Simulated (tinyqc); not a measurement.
Segment and feed resistance from two drops.

Problem. A rail is fed at one end through Rq; K loads of Ij follow, each after a segment Rs. The drop at load j is K Ij Rq + Rs Ij sum_(l=1..j) (K - l + 1). Find Rs, Rq and the worst drop, at the middle, if the rail were fed through Rq at both ends: K Ij Rq/2 + Rs Ij K^2/8 with the load taken as continuous.

Parameters, values chosen for the exercise: number of equal loads K = 10; current of each load Ij = 1.3 mA.

drops at the first and at the last load (mV): [4.42, 17.29]

Solution. The difference of the two drops is Rs Ij K (K - 1)/2, which gives Rs; the first drop then gives Rq.

Rs = 0.2200 ohm
Rq = 0.1200 ohm
drop at the middle with two feeds = 4.355 mV

Computed by the program tinyqc: `OMP_NUM_THREADS=1 python tinyqc.py 2770227 2770228 out.jsonl`, one thread of a shared Intel Xeon 2.30GHz, about 0.08 s for the whole run.
